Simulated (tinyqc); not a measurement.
p-type polysilicon, carrier trapping at grain boundaries: one step of the calculation.

One-dimensional grains of size Lg, uniform ionised doping N, monovalent traps Qt at each boundary at a depth Et below (for electrons) or above (for holes) the band edge there, abrupt depletion of width W on each side of a boundary, Boltzmann statistics. xi is the distance from the band edge at the grain centre to the Fermi level. Trapped charge Qt/(1 + exp((xi + VB - Et)/Vt)) = 2 N W, barrier VB = q N W^2/(2 eps0 eps_r).

Task. New W. Partly depleted grain, xi = Vt ln(NB/N): f = 1/(1 + exp((xi + VB - Et)/Vt)), g = Qt f - 2 N W, g' = -2 Qt f (1 - f) VB/(W Vt) - 2 N, W(new) = W - g/g'.

Values chosen for this exercise; values of the order met in polycrystalline silicon: temperature T = 250 K; relative permittivity eps_r = 11.7; valence-band density of states at T NB = 2.02e19 cm^-3; trap density of a grain boundary Qt = 3.7e12 cm^-2; depth of the trap level from the majority band edge at the boundary Et = 0.38 eV; doping N = 1.7e18 cm^-3.

Constants: q = 1.602176634e-19 C, kB = 1.380649e-23 J/K, Vt = kB T/q, eps0 = 8.8541878128e-14 F/cm where lengths are in cm. Results are converted to the units shown.

W at the start = 6.5 nm

Find: VB; f; g; g'; W after iteration 1.

Result.

VB = 0.05554 V
f = 1.000
g = 1.490e12 cm^-2
g' = -3.400e11 cm^-2/nm
W after iteration 1 = 10.88 nm

Computed by the program tinyqc: `OMP_NUM_THREADS=1 python tinyqc.py 2830191 2830192 out.jsonl`, one thread of a shared Intel Xeon 2.30GHz, about 0.01 s for the whole run.
